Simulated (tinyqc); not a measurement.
Switching kinetics of a ferroelectric film and the memory window of a ferroelectric gate stack: one step, computed by the program tinyqc.

Fields in MV/cm; 1 microcoulomb/cm^2 over eps_0 is 11.29409 MV/cm. In the stack (metal, ferroelectric, interlayer, channel) the channel is taken as a conductor.

Task: Fields in the stack. Series stack: V = E_F t_F + E_I t_I and eps_I E_I = eps_F E_F + (1 - s) P/eps_0. Before switching P = -P_r, after it P = +P_s; in retention V = 0 and P = +P_r.

Inputs (values chosen for the exercise, for a model hafnia-based film):
```
quantity                                 value               unit
saturation polarisation P_s                 36  microcoulomb/cm^2
ratio P_r/P_s                             0.87                  -
coercive field E_c                        0.67              MV/cm
permittivity of the ferroelectric eps_F     44                  -
thickness t_F                               17                 nm
permittivity of the interlayer eps_I       3.9                  -
interlayer thickness t_I                   1.9                 nm
share s of P screened by trapped charge   0.83                  -
pulse height V                             4.4                  V
breakdown field of the interlayer           13              MV/cm
```

Give: E_F before switching; E_F after switching; E_I after switching; depolarising field in retention; depolarising field over E_c.

Result:

E_F before switching = 1.9070 MV/cm

E_F after switching = 0.26866 MV/cm

E_I after switching = 20.754 MV/cm

depolarising field in retention = 0.76221 MV/cm

depolarising field over E_c = 1.1376

Caution: the interlayer field exceeds its breakdown field, so charge injection would change the fields. Caution: E_F after switching lies below E_c, so switching stalls before P_s and that state is not reached. Caution: a depolarising field above E_c switches the film back, so P_r is not held.
